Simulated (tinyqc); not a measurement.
Width of the well: optical transitions of a finite quantum well.

Each carrier sees a square well of width L with its own depth V and masses m (inside), mb (outside); c = hbar^2/2m0, k = sqrt(m E/c), kappa = sqrt(mb (V - E)/c), and level n solves k L + 2 atan[(k/m)/(kappa/mb)] = n pi. The envelope is cos(kz) for odd n and sin(kz) for even n inside, joins exp(-kappa (|z| - L/2)) outside, and is normalised to 1. Excitons and band mixing are left out.

Constants: hbar^2/2m0 = 3.80998211 eV angstrom^2; hc = 1239.841984 eV nm.

Parameters, chosen for this exercise (near those of a GaAs well in AlGaAs; the results hold for these values, not for the real material):
- Eg = 1.528 eV (gap of the well)
- Vc = 0.13 eV (conduction offset)
- Vv = 0.07 eV (valence offset)
- me = 0.0655 m0 (electron, well)
- meb = 0.0803 m0 (electron, barrier)
- mh = 0.353 m0 (heavy hole along z, well)
- mhb = 0.412 m0 (heavy hole, barrier)
- ml = 0.0915 m0 (light hole along z, well)
- mlb = 0.1139 m0 (light hole, barrier)
- Ls = (44, 50, 70, 87, 107, 154, 212) angstrom (widths)

Edge wavelength hc/(Eg + e1 + hh1), squared e1-hh1 overlap, lh1 - hh1, and the 1-2 intersubband energy with f_12 = (m1/c) E12 z_12^2, 1/m1 = <1|1/m|1> (dash: e2 unbound).

Results:
```
L (angstrom)  edge (nm)  overlap^2  lh1 - hh1 (meV)  E12 (meV)   f_12
44                768.4     0.9329             18.4          -      -
50                773.2     0.9425             17.6          -      -
70                784.7     0.9629             14.4       88.2  0.466
87                790.9     0.9727             11.9       81.0  0.945
107               795.8     0.9799              9.6       66.4  0.986
154               802.3     0.9886              6.1       41.4  0.977
212               805.9     0.9933              3.9       25.4  0.969
```

The edge tunes from 768 to 806 nm, towards hc/Eg = 811 nm, while the overlap goes from 0.933 to 0.993. e2 binds at L = pi sqrt(c/(me Vc)) = 66.5 angstrom; f_12 starts from zero there and is 0.466 at 70 angstrom, the rest going to the continuum; among the widths listed it peaks at 0.986 (107 angstrom) and is 0.969 in the widest well, against 0.961 for hard walls.

Program tinyqc; command `OMP_NUM_THREADS=1 python tinyqc.py 1281869 1281870 out.jsonl`; about 0.09 s on one thread of a shared Intel(R) Xeon(R) Processor @ 2.30GHz.
